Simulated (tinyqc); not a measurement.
Gated graphene, quantum capacitance: one step of the calculation.

phi is the Fermi level above the Dirac point, in volts; Vg is counted from the gate voltage of charge neutrality. Ideal linear bands, no charge puddles.

Task. New phi. N0 = (2/pi)(kB T/(hbar vF))^2; n = N0 F1(phi/Vt), p = N0 F1(-phi/Vt), F1(e) = int_0^infinity u du/(1 + exp(u - e)) = -Li2(-exp(e)); Cq = q d(n - p)/dphi = (q N0/Vt) ln[2 (1 + cosh(phi/Vt))]. Newton: f = phi + q (n - p + Dit phi)/Cox - Vg, phi(new) = phi - f/(1 + (Cq + q Dit)/Cox).

Parameters, values chosen for the exercise; values close to those of graphene:

| symbol | value | unit | meaning |
|---|---|---|---|
| T | 300 | K | temperature |
| vF | 1.13e6 | m/s | Fermi velocity |
| Dit | 0 | cm^-2 eV^-1 | density of traps |
| Vg | 0.76 | V | gate voltage |

Constants: q = 1.602176634e-19 C, kB = 1.380649e-23 J/K, hbar = 1.054571817e-34 J s, Vt = kB T/q. Results are converted to the units shown.

phi after iteration 1 = 0.41546817 V
Cox = 1.5013623 uF/cm^2

Find: n; p; Cq; f; phi after iteration 2.

Result.

n = 1.006e13 cm^-2
p = 8062 cm^-2
Cq = 7.660 uF/cm^2
f = 0.7289 V
phi after iteration 2 = 0.2960 V

Program tinyqc, `OMP_NUM_THREADS=1 python tinyqc.py 2200022 2200023 out.jsonl`; Intel Xeon 2.30GHz, shared host, one thread, about 0.01 s.
